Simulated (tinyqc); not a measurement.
Polar nitride quantum well with polarisation fields: sweeps and comparisons. A value that a table varies takes the place of the one given here.

Growth along [0001]. e_par = (a_sub - a)/a, Ppz = 2 e_par (e31 - e33 C13/C33), P = Psp + Ppz in each layer; strain relaxation and the strain shift of the gaps are left out, although thick layers with more than about 1 % mismatch would relax.

In a periodic stack without free charge the potential drop over a period vanishes: F_w = (P_b - P_w) Lb/(eps0 (eps_w Lb + eps_b Lw)), F_b = -F_w Lw/Lb, eps0 = 8.8541878e-12 F/m; 1 MV/cm = 1e8 V/m = 0.01 V/angstrom.

Envelope functions on cells of 0.25 angstrom over barrier, well, barrier (widths Lb, Lw, Lb), psi = 0 beyond, psi'/m continuous (mean mass between points), c = hbar^2/2m0. With u(z) the integral of e F (F_w in the well, F_b = -F_w Lw/Lb in the barriers, 1 MV/cm = 0.01 V/angstrom), zero at the centre of the well, the electron sees u plus Vc in the barriers and the hole -u plus Vv. The transition is Eg + E_e + E_h; excitons are left out.

Constants: hbar^2/2m0 = 3.80998211 eV angstrom^2; hc = 1239.841984 eV nm.

Inputs chosen for the exercise (near those of an InGaN well in GaN; shifted at random, so the results belong to these values and not to a real crystal):
- a_w = 3.292 angstrom (lattice constant a, well)
- a_b = 3.189 angstrom (lattice constant a, barrier)
- a_sub = 3.189 angstrom (in-plane lattice constant of the stack)
- Psp_w = -0.0285 C/m^2 (spontaneous polarisation)
- Psp_b = -0.0334 C/m^2 (spontaneous polarisation)
- e31_w = -0.374 C/m^2
- e31_b = -0.327 C/m^2
- e33_w = 0.737 C/m^2
- e33_b = 0.647 C/m^2
- C_w = 0.286 (C13/C33)
- C_b = 0.263 (C13/C33)
- eps_w = 11.7 (dielectric constant)
- eps_b = 10.4 (dielectric constant)
- Lb = 95 angstrom (barrier width)
- Eg = 2.354 eV (gap of the well)
- Vc = 0.738 eV (conduction offset)
- Vv = 0.347 eV (valence offset)
- me = 0.162 m0 (electron, well)
- meb = 0.2 m0 (electron, barrier)
- mh = 1.97 m0 (hole, everywhere)
- Ls = (12, 18, 24, 30, 36, 45) angstrom (well widths)
- Lw = 35 angstrom (well width)

## Width of the well

Field, levels and overlap anew for each width.

Results:
```
Lw (angstrom)  F_w (MV/cm)  E (eV)  E without field (eV)  overlap^2  ln overlap^2
12                  -3.601  2.6958                2.7819      0.574         -0.56
18                  -3.428  2.4532                2.6320      0.309         -1.17
24                  -3.271  2.2580                2.5479      0.121         -2.11
30                  -3.127  2.0876                2.4967     0.0367         -3.30
36                  -2.996  1.9331                2.4633    0.00889         -4.72
45                  -2.819  1.7239                2.4315   0.000757         -7.19
```

The red shift grows from 86 to 708 meV. The line drops below Eg between 18 and 24 angstrom, which a square well can never do. Over the last two rows dE/dLw = -23.2 meV per angstrom, against -|e F_w| = -28.2 in the last row; the field itself weakens by 22 % over the table, since a wider well shares the drop with the barrier. The overlap falls by a factor 758.

## Screening the field

F_w = -3.0173 MV/cm

Carriers or a semipolar orientation reduce the field; here it is simply scaled in well and barrier.

Results:
```
share of the field  F_w (MV/cm)  E (eV)     nm  overlap^2  separation (angstrom)
1.0                      -3.017  1.9579  633.2      0.011                   24.4
0.8                      -2.414  2.0955  591.7      0.027                   22.7
0.6                      -1.810  2.2223  557.9      0.065                   20.4
0.4                      -1.207  2.3340  531.2       0.16                   17.3
0.2                      -0.603  2.4232  511.6       0.43                   12.4
0.0                       0.000  2.4680  502.4       0.97                    0.0
```

Full screening shifts the line by -130.9 nm (+510 meV). The first fifth of the screening gives 138 meV and the last fifth 45 meV; a purely quadratic shift would give a ratio of 9, a linear one 1, and here it is 3.1.

## What each parameter does

Polarisation, field, levels and overlap anew. Each row changes one parameter from the base and keeps the others.

Results:
```
case                    F_w (MV/cm)  E (eV)  overlap^2  red shift (meV)
base                         -3.017  1.9579      0.011              510
Lw = 40 angstrom             -2.915  1.8371     0.0031              610
Lb = 120 angstrom            -3.181  1.9174     0.0089              551
a_sub = 3.179 angstrom       -3.049  1.9505      0.011              518
Psp_b = -0.0367 C/m^2        -3.257  1.9009     0.0082              567
e33_w = 0.811 C/m^2          -3.114  1.9352      0.010              533
eps_w = 12.9                 -2.801  2.0083      0.015              460
mh = 1.38 m0                 -3.017  1.9781      0.015              494
Vc = 0.627 eV                -3.017  1.9414     0.0098              522
```

The largest shifts from the base row, up to three for each result and ties (the steps differ in size, so this ranks the rows, not the parameters). F_w (MV/cm): Psp_b -0.240, eps_w +0.216, Lb -0.163; unchanged at the printed digits by mh and Vc. E (eV): Lw -0.1209, Psp_b -0.0571, eps_w +0.0504. overlap^2: Lw -0.00831, eps_w +0.00403, mh +0.00384; unchanged at the printed digits by a_sub. red shift (meV): Lw +100, Psp_b +57, eps_w -50.

(tinyqc, `OMP_NUM_THREADS=1 python tinyqc.py 1282157 1282158 out.jsonl`, Intel(R) Xeon(R) Processor @ 2.30GHz, 1 thread, shared host, about 0.1 s.)
